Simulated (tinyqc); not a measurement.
Luttinger-Kohn k.p, four valence bands, step by step. One step of it, computed by the program tinyqc.

Task: Bloch Hamiltonian at k. P = c g1 k^2, Q = c g2 (kx^2 + ky^2 - 2 kz^2), R = c sqrt3 [-g2 (kx^2 - ky^2) + 2i g3 kx ky], S = 2 c sqrt3 g3 (kx - i ky) kz, c = hbar^2/2m = 3.809982 eV angstrom^2; rows [P+Q, -S, R, 0], [-S*, P-Q, 0, R], [R*, 0, P-Q, S], [0, R*, S*, P+Q]. The path ends lie at |k| = 0.08 1/angstrom.

Luttinger parameters chosen for this model; energies are counted downward from the top of the valence band:
```
parameter      value  unit
g1         11.620000
g2          4.390000
g3          5.460000
```

k point k (1/angstrom): -0.040000  -0.050000  -0.046000

Give: H(k) at k.

Result:

H(k) at k (eV):
```
                  3/2              1/2            -1/2            -3/2
3/2            0.2730  -0.1326+0.1657i  0.0261+0.1441i          0.0000
1/2   -0.1326-0.1657i           0.2774          0.0000  0.0261+0.1441i
-1/2   0.0261-0.1441i           0.0000          0.2774  0.1326-0.1657i
-3/2           0.0000   0.0261-0.1441i  0.1326+0.1657i          0.2730
```
